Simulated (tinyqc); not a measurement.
Barrier width: Kronig-Penney superlattice by transfer matrices.

Wells (width a, potential 0, mass mw) alternate with barriers (width b, height V0, mass mb); period d = a + b; c = hbar^2/2m0. The vector (psi, psi'/m) is continuous, and a layer of thickness t carries it by M = [[cos kt, (m/k) sin kt], [-(k/m) sin kt, cos kt]] with k = sqrt(m (E - V)/c); for E < V, k = i kappa gives [[cosh, (m/kappa) sinh], [(kappa/m) sinh, cosh]] of kappa t. A Bloch state obeys cos(q d) = tr(Mb Mw)/2.

Constants: hbar^2/2m0 = 3.80998211 eV angstrom^2.

Values chosen for the exercise (near those of a GaAs superlattice with barriers of AlGaAs; the results hold for these values, not for the real material):
- a = 55 angstrom (well width)
- V0 = 0.17 eV (barrier height)
- mw = 0.0653 m0 (mass in the wells)
- mb = 0.0844 m0 (mass in the barriers)
- bs = (22, 33, 44, 57.2, 70.4, 88, 110) angstrom (barrier widths)

First miniband against b. m_z = -2 c f'/d^2 with f = tr M/2 at the bottom of the band. E1 is the level of the single well, kappa1 its decay constant in the barrier.

First miniband:

| b (angstrom) | bottom (eV) | top (eV) | W (meV) | ln W | m_z (m0) |
|---|---|---|---|---|---|
| 22.0 | 0.0389 | 0.0912 | 52.28 | 3.957 | 0.0804 |
| 33.0 | 0.0470 | 0.0761 | 29.07 | 3.370 | 0.0960 |
| 44.0 | 0.0520 | 0.0685 | 16.50 | 2.803 | 0.120 |
| 57.2 | 0.0554 | 0.0638 | 8.479 | 2.138 | 0.166 |
| 70.4 | 0.0572 | 0.0616 | 4.389 | 1.479 | 0.242 |
| 88.0 | 0.0584 | 0.0602 | 1.832 | 0.606 | 0.426 |
| 110.0 | 0.0590 | 0.0596 | 0.6160 | -0.484 | 0.926 |

E1 = 0.0593 eV
kappa1 = 0.0495 1/angstrom

W falls from 52.3 to 0.62 meV, and both edges close in on E1. The slope of ln W is -0.0534 per angstrom over the first two rows and -0.0495 over the last two, against -kappa1 = -0.0495: the width follows one power of the tunnelling amplitude once the wells couple weakly. m_z grows by a factor 11.5.

Computed by tinyqc, a small Python program: `OMP_NUM_THREADS=1 python tinyqc.py 1252288 1252289 out.jsonl` (the numbers bound the seed that draws the inputs); one thread of a shared host (Intel(R) Xeon(R) Processor @ 2.30GHz), about 0.06 s for the whole set of steps.
